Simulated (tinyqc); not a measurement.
Extended Hueckel theory, for H6+, step by step. The parameters take no account of the charge, which enters only through the electron count. One step of it, computed by the program tinyqc.

Task: Mulliken analysis. P = C n C^T; charge = valence electrons (H 1) minus the sum of (P S)_ii on the atom; overlap population = 2 sum P_ij S_ij between two atoms.

coefficients:
```
            MO1        MO2        MO3        MO4        MO5        MO6
1H 1s  0.196421   0.372413  -0.435883   0.674111  -0.805523  -0.544475
2H 1s  0.270908   0.382252  -0.228726  -0.467606   0.961206   0.885584
3H 1s  0.338394   0.112579   0.436241  -0.645361  -0.304180  -1.209046
4H 1s  0.338491  -0.111869   0.436271   0.646521  -0.298594   1.209919
5H 1s  0.271265  -0.382006  -0.228572   0.464939   0.961039  -0.889059
6H 1s  0.196860  -0.372393  -0.435393  -0.672097  -0.807018   0.547557
```

occupations: 2.000000  2.000000  1.000000  0.000000  0.000000  0.000000

overlap S:
```
          1H 1s     2H 1s     3H 1s     4H 1s     5H 1s     6H 1s
1H 1s  1.000000  0.639795  0.143166  0.039727  0.005060  0.001056
2H 1s  0.639795  1.000000  0.430407  0.143166  0.021469  0.005070
3H 1s  0.143166  0.430407  1.000000  0.639795  0.143166  0.039800
4H 1s  0.039727  0.143166  0.639795  1.000000  0.430407  0.143401
5H 1s  0.005060  0.021469  0.143166  0.430407  1.000000  0.640477
6H 1s  0.001056  0.005070  0.039800  0.143401  0.640477  1.000000
```

Give: charges; Overlap populations.

Result:

charges: 1H 0.1436, 2H 0.1243, 3H 0.2322, 4H 0.2324, 5H 0.1241, 6H 0.1434

Overlap populations:

| pair | value |
|---|---|
| 2-1 | 0.628066 |
| 3-1 | 0.007627 |
| 3-2 | 0.146024 |
| 4-1 | -0.011164 |
| 4-2 | -0.000547 |
| 4-3 | 0.504438 |
| 5-1 | -0.000793 |
| 5-2 | -0.003984 |
| 5-3 | -0.000611 |
| 5-4 | 0.145815 |
| 6-1 | -0.000022 |
| 6-2 | -0.000796 |
| 6-3 | -0.011188 |
| 6-4 | 0.007640 |
| 6-5 | 0.628736 |
